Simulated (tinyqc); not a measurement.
Reverse leakage of an n+-p junction: diffusion, generation, trap-assisted and band-to-band tunnelling: two steps of the calculation.

One-sided abrupt junction in the depletion approximation, x from the junction (0) to W on the p side, field F = F0 (1 - x/W). Flat quasi-Fermi levels, long p side. Traps generate through SRH with both lifetimes shortened by 1 + Gamma (Hurkx enhancement, form for moderate fields); band-to-band generation is local and needs a total bending above Eg.

Values chosen for this exercise; band and dielectric values close to those of silicon: temperature T = 350 K; band gap Eg = 1.12 eV; relative permittivity eps_r = 11.5; conduction-band density of states at T Nc = 3.54e19 cm^-3; valence-band density of states at T Nv = 3.38e19 cm^-3; acceptor density of the lighter side Na = 1.8e16 cm^-3; donor density of the heavier side Nd = 5e19 cm^-3; SRH lifetime of both carriers at zero field tau = 6e-7 s; trap level above the intrinsic level Et = -0.12 eV; tunnelling mass mt = 0.26 m0; electron diffusion coefficient on the lighter side Dn = 19 cm^2/s; band-to-band prefactor Ab = 3e14 cm^-0.5 V^-2.5 s^-1; band-to-band field constant Bb = 1.86e7 V/cm; reverse bias VR = 0.5 V.

Constants: q = 1.602176634e-19 C, kB = 1.380649e-23 J/K, hbar = 1.054571817e-34 J s, m0 = 9.1093837015e-31 kg, Vt = kB T/q, eps0 = 8.8541878128e-14 F/cm where lengths are in cm. Results are converted to the units shown.

Problem 1. Field, scales and diffusion current. ni = sqrt(Nc Nv) exp(-Eg/(2 Vt)), Eg in volts; Vbi = Vt ln(Na Nd/ni^2); W = sqrt(2 eps0 eps_r (Vbi + VR)/(q Na)); F0 = 2 (Vbi + VR)/W; FG = sqrt(24 mt m0 (kB T)^3)/(q hbar); J_diff = q ni^2 sqrt(Dn/tau)(1 - exp(-VR/Vt))/Na.

Wanted: ni; Vbi; W; F0; FG; J_diff.

Solution 1.

ni = 2.9875e11 cm^-3
Vbi = 0.90307 V
W = 314.76 nm
F0 = 89.150 kV/cm
FG = 474.00 kV/cm
J_diff = 4.4706e-9 A/cm^2

Problem 2. Generation rates across the layer. u = (Vbi + VR)(1 - x/W)^2, p = Na exp(-u/Vt), n = Nd exp((u - Vbi - VR)/Vt); G0 = ni^2 (1 - exp(-VR/Vt))/(tau (n + p + 2 ni cosh(Et/Vt))); Gamma = 2 sqrt(3 pi)(F/FG) exp((F/FG)^2); trap-assisted part G0 Gamma; G_bb = Ab F^2.5 exp(-Bb/F) with F in V/cm, zero unless Vbi + VR > Eg. 12 equal steps.

ni = 2.9875480e11 cm^-3
Vbi = 0.90306841 V
W = 314.76487 nm
F0 = 89.150254 kV/cm
FG = 473.99879 kV/cm

Wanted: x; F; Gamma; G0; G0 Gamma; G_bb.

Solution 2.

```
point  x (nm)  F (kV/cm)     Gamma  G0 (cm^-3 s^-1)  G0 Gamma (cm^-3 s^-1)  G_bb (1e-64 cm^-3 s^-1)
0        0.00     89.150    1.1964         2.9751e9               3.5594e9                   1.7488
1       26.23     81.721    1.0905        5.0141e12              5.4679e12                   0.0000
2       52.46     74.292   0.98628        3.0036e15              2.9623e15                   0.0000
3       78.69     66.863   0.88351        9.2709e15              8.1910e15                   0.0000
4      104.92     59.434   0.78207        9.3128e15              7.2833e15                   0.0000
5      131.15     52.004   0.68180        9.3116e15              6.3486e15                   0.0000
6      157.38     44.575   0.58253        9.2205e15              5.3713e15                   0.0000
7      183.61     37.146   0.48414        6.8973e15              3.3392e15                   0.0000
8      209.84     29.717   0.38645        1.2563e15              4.8549e14                   0.0000
9      236.07     22.288   0.28934        1.4891e14              4.3085e13                   0.0000
10     262.30     14.858   0.19266        2.9992e13              5.7782e12                   0.0000
11     288.53      7.429  0.096258        1.1402e13              1.0975e12                   0.0000
12     314.76      0.000         0        8.2570e12                      0                   0.0000
```

Range of the model: The n+ side is degenerate, so Vbi from Boltzmann statistics is only a guide.

Numbers from tinyqc (`OMP_NUM_THREADS=1 python tinyqc.py 2290051 2290052 out.jsonl`; about 0.01 s on one thread of a shared Intel Xeon 2.30GHz).
